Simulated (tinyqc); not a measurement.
Interdiffusion of a quantum well during annealing: blurred potential and shift of the confined levels. From electron level before the anneal back to well width w. Computed by tinyqc, a small Python program. Command: `OMP_NUM_THREADS=1 python tinyqc.py 3015158 3015159 out.jsonl qwi inv`. One thread of a shared host (Intel(R) Xeon(R) Processor @ 2.30GHz), about 0.02 s of CPU time with the checks.

A square well of width w is blurred by Fick diffusion with a constant coefficient; band offsets are linear in composition, masses are uniform, and strain and excitons are ignored.

Inputs (values chosen for the exercise, modelled on GaAs in AlGaAs):

| quantity | value | unit |
|---|---|---|
| electron mass m_e | 0.0678 | m_0 |
| hole mass m_h | 0.388 | m_0 |
| conduction offset V_c | 0.27 | eV |
| valence offset V_v | 0.15 | eV |

Constants: hbar^2/(2 m_0) = 3.80998212 eV angstrom^2.

Method. Square well, ground state: take the lowest root of k tan(k w/2) = kappa, k^2 = E/c, kappa^2 = (V - E)/c, c = hbar^2/(2m) with hbar^2/(2 m_0) in eV angstrom^2.

Task: A run gave the result below. Find the well width w, known to lie between 5.7 and 9.3 nm.

electron level before the anneal = 51.65145 meV

Result:

Each step takes the trial c = (a f_b - b f_a)/(f_b - f_a), f being the result less the target and a, b, c the logarithms of the listed values; c replaces end b, the old b replaces a if the sign of f changed, and otherwise f_a is halved.

Scan of the range:

| well width w (nm) | electron level before the anneal (meV) |
|---|---|
| 5.70 | 72.7118 |
| 6.18 | 65.5681 |
| 6.71 | 58.8012 |
| 7.28 | 52.6010 |
| 7.90 | 46.8862 |
| 8.57 | 41.6811 |
| 9.30 | 36.9259 |

False position (Illinois rule, in the logarithm of the input) inside the bracket:

| step | end a | end b | trial | electron level before the anneal (meV) |
|---|---|---|---|---|
| 1 | 7.28000 | 7.90000 | 7.37954 | 51.6170 |
| 2 | 7.28000 | 7.37954 | 7.37275 | 51.6832 |
| 3 | 7.37954 | 7.37275 | 7.37600 | 51.6514 |
| 4 | 7.37275 | 7.37600 | 7.37600 | 51.6514 |

Electron level before the anneal falls at every point of a 13-point scan of the range (every second point is shown), so one value fits; it is bracketed by 7.28 and 7.90. Answer: well width w = 7.376 nm.

Caution: the well mass is used in the barriers too; a heavier barrier mass would lower these levels.
